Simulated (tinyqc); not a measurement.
Contact resistivity and sheet resistance from two contact lengths.

Problem. Rc = [sqrt(rc Rsh)/Wc] coth(Lc/(2 LT)), LT = sqrt(rc/Rsh), Wc = 30 nm; the second contact is twice as long as the first. Find LT, rc and Rsh.

Rc for Lc = 13 and 26 nm (ohm): [684.196424, 367.854298]

Answer. With t = tanh(Lc/(2 LT)) for the shorter contact, the resistance of the longer over that of the shorter is (1 + t^2)/2. Then sqrt(rc Rsh) = Rc t Wc, and rc and Rsh follow by multiplying and dividing by LT.

LT = 23.1 nm
rc = 1.30e-9 ohm cm^2
Rsh = 244 ohm

tinyqc, about 0.08 s, one thread, Intel Xeon 2.30GHz (shared host): `OMP_NUM_THREADS=1 python tinyqc.py 2170130 2170131 out.jsonl`
